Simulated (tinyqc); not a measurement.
Single-domain magnet: Stoner-Wohlfarth switching, Neel-Arrhenius retention, LLG dynamics and spin torque: one step, computed by the program tinyqc. Command: `OMP_NUM_THREADS=1 python tinyqc.py 3028030 3028031 out.jsonl macro walk`. One thread of a shared host (Intel(R) Xeon(R) Processor @ 2.30GHz), about 0.01 s of CPU time with the checks.

The moment is uniform, with unit vector m; z is the easy axis. mu_0 = 1.25663706212e-6 T m/A, gamma = 1.76085963023e11 rad/(s T).

Task: One LLG step. In the time s = gamma mu_0 H_K t: (1 + alpha^2) dm/ds = -m x b - alpha m x (m x b) + a [m x (m x z) - alpha m x z], b = m_z z, a = alpha I/I_c0; Heun steps (Euler predictor, mean of the two slopes) without renormalising; start m = (sin theta_0, 0, cos theta_0), theta_0 = 1/sqrt(2 Delta).

Inputs (values chosen for the exercise, for a model magnet):
```
quantity,value,unit
temperature T,398,K
damping alpha,0.038,-
drive I/I_c0,3.3,-
time step times gamma mu_0 H_K,0.15,-
```

Shape: prolate spheroid, easy axis along it.

stability factor Delta = 47.68232

Give: m at the start; first slope; predictor; second slope; m after the step.

Result:

m at the start: [0.10222, 0.00000, 0.99476]

first slope: [0.00889, 0.10203, -0.00091]

predictor: [0.10356, 0.01530, 0.99462]

second slope: [-0.00626, 0.10468, -0.00096]

m after the step: [0.10242, 0.01550, 0.99462]
